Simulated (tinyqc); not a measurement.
Ways to converge the cycle: SCF convergence aids in the 6-311g basis, for H2, spin multiplicity 3. Computed by the program tinyqc with PySCF. UHF with one setting changed at a time; a run stops when the energy changes by less than 1e-09 hartree and the error matrix is below 1e-5. The start is the core Hamiltonian. Damping d keeps d of the old density; a shift (hartree) raises the virtual levels; DIIS n extrapolates F over n matrices.

Geometry (angstrom):
```
atom       x       y       z
H     0.0000  0.0000  0.0000
H     0.0000  0.0000  1.3170
```

lowest solution found by these runs and by PySCF with stability checks = -0.939978 hartree

Largest element of the error matrix X^T (FDS - SDF) X:
```
iteration    plain  damping 0.3  damping 0.6  shift 0.4   DIIS 3   DIIS 8
1          3.2e-02      3.2e-02      3.2e-02    3.2e-02  3.2e-02  3.2e-02
2          1.2e-02      1.7e-02      2.3e-02    1.8e-02  1.2e-02  1.2e-02
3          4.4e-03      9.6e-03      1.7e-02    1.0e-02  1.3e-03  1.3e-03
4          1.6e-03      5.4e-03      1.3e-02    5.8e-03  6.1e-05  6.1e-05
5          6.0e-04      3.1e-03      9.5e-03    3.3e-03  1.7e-05  6.0e-06
6          2.2e-04      1.7e-03      7.1e-03    1.9e-03  1.0e-06  8.5e-07
8          2.9e-05      5.4e-04      4.1e-03    6.1e-04        -        -
10         4.0e-06      1.7e-04      2.3e-03    2.0e-04        -        -
14               -      1.6e-05      7.2e-04    2.3e-05        -        -
20               -            -      1.3e-04          -        -        -
30               -            -      6.9e-06          -        -        -
```

How each run ends:
```
run          iterations  E (hartree)         state
plain                10    -0.939978  lowest found
damping 0.3          17    -0.939978  lowest found
damping 0.6          34    -0.939978  lowest found
shift 0.4            17    -0.939978  lowest found
DIIS 3                7    -0.939978  lowest found
DIIS 8                6    -0.939978  lowest found
```

What does the comparison show, and why?

6 of 6 runs reach the lowest solution found, in 6 to 34 iterations (fastest: DIIS 8). Plain steps already contract here, so damping only slows them. DIIS 3 and DIIS 8 gain by cancelling the error over several earlier matrices, much as a quasi-Newton step does.
